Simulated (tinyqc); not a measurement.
Printed widths: electron-beam lithography: double-Gaussian proximity function, edge placement and dose correction for parallel lines. Computed by tinyqc, a small Python program. Command: `OMP_NUM_THREADS=1 python tinyqc.py 3111527 3111528 out.jsonl proximity walk`. One thread of a shared host (Intel(R) Xeon(R) Processor @ 2.30GHz), about 0.01 s of CPU time with the checks.

Lines are infinitely long. Absorbed energy is counted so that the middle of a very large area written at dose 1 receives 1; the resist develops where it exceeds 1/2.

Inputs (values chosen for the exercise, of the order of those for 20 keV electrons in resist on silicon): forward range alpha = 0.011 micrometre; backscatter range beta = 2 micrometre; backscatter ratio eta = 1.1.

line widths (micrometre): 2.4  0.076  0.23  0.069

gaps between the lines (micrometre): 0.14  1.8  0.076

Method:
- The first line starts at x = 0; each next one starts after the width and the gap.
- f(r) = [exp(-r^2/alpha^2)/alpha^2 + eta exp(-r^2/beta^2)/beta^2]/(pi (1 + eta)). A line from a to b at dose d gives E(x) = d [S(alpha) + eta S(beta)]/(1 + eta), S(s) = [erf((b - x)/s) - erf((a - x)/s)]/2.
- M_ij is the mean of E at the two edges of line i from line j at dose 1.
- Uncorrected edge energies are M 1. Solve M d = 1/2 for the doses d that put the mean edge energy of every line at the threshold.
- Edges are the roots of E(x) = 1/2 between a line centre and the middle of the next gap. Three cases: dose 1 everywhere; one common dose equal to the mean of d; the corrected doses.

Lines (micrometre):
```
line  left edge  right edge  centre
1         0.000       2.400  1.2000
2         2.540       2.616  2.5780
3         4.416       4.646  4.5310
4         4.722       4.791  4.7565
```

corrected doses: 1 1.01154, 2 1.01513, 3 1.63224, 4 1.67813

Width error, printed less drawn (nm):
```
line  drawn width (nm)   dose 1  mean dose  corrected
1                 2400   -0.816     10.080   0.000722
2                   76   -1.367      9.445   0.001077
3                  230  -18.022     -4.479   0.000357
4                   69  -19.831     -5.399   0.000090
```

With the common mean dose the errors span 15.5 nm. With corrected doses the largest error is below 0.01 nm.

Extremes, crossings and ranges named in words are read from the listed rows.
